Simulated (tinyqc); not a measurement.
Reset of a mushroom phase-change cell, hemispherical electro-thermal model: two steps of the calculation.

Current spreads from a hemispherical contact of radius r0 into a large dome with constant rho and ka: j = I/(2 pi r^2). With s = r0/r the steady rise is T - T0 = c (b s - s^2), c = I^2 rho/(8 pi^2 ka r0^2). The heat lost through the heater, (T(r0) - T0)/Rh, fixes b = (2 + g)/(1 + g), g = 1/(2 pi ka r0 Rh).

Values chosen for this exercise; values of the order of Ge-Sb-Te and related chalcogenides:

| symbol | value | unit | meaning |
|---|---|---|---|
| T0 | 300 | K | ambient temperature |
| Tm | 887 | K | melting point |
| r0 | 18 | nm | radius of the heater contact |
| rho | 3.3 | mohm cm | resistivity of the hot chalcogenide |
| ka | 1.1 | W/(m K) | its thermal conductivity |
| Rh | 5 | K/uW | thermal resistance of the path through the heater |
| I | 1100 | uA | reset current |

Problem 1. Constants and melting current. The peak lies at s = b/2 with the rise c b^2/4; melting starts at the current where that equals Tm - T0, and the molten shell spans the roots of s^2 - b s + (Tm - T0)/c = 0 (s at most 1). Electrical resistance rho/(2 pi r0).

Find: g; b; resistance; radius of the peak; melting current; power at that current.

Solution 1.

g = 1.608
b = 1.383
resistance = 0.2918 kohm
radius of the peak = 26.02 nm
melting current = 1023 uA
power at that current = 305.2 uW

Problem 2. Temperature profile and molten shell. 

r, point 0 to 7 (nm): [18, 20.7, 24.3, 28.8, 36, 46.8, 63, 90]
b = 1.3834906

Give: c; T; peak T; inner radius of the melt; outer radius of the melt.

Solution 2.

c = 1419.0 K
T, point 0 to 7 (K): [844.16, 934.12, 975.59, 972.67, 926.82, 845.14, 745.06, 635.87]
peak T = 978.99 K
inner radius of the melt = 19.020 nm
outer radius of the melt = 41.178 nm

The melt is a shell that starts 1.02 nm from the contact, since the heater draws heat from the interface.

Range of the model: Constant properties, no latent heat, thermoelectric terms, boundary resistance or heating in the heater itself.

tinyqc, about 0.01 s, one thread, Intel Xeon 2.30GHz (shared host): `OMP_NUM_THREADS=1 python tinyqc.py 2490120 2490121 out.jsonl`
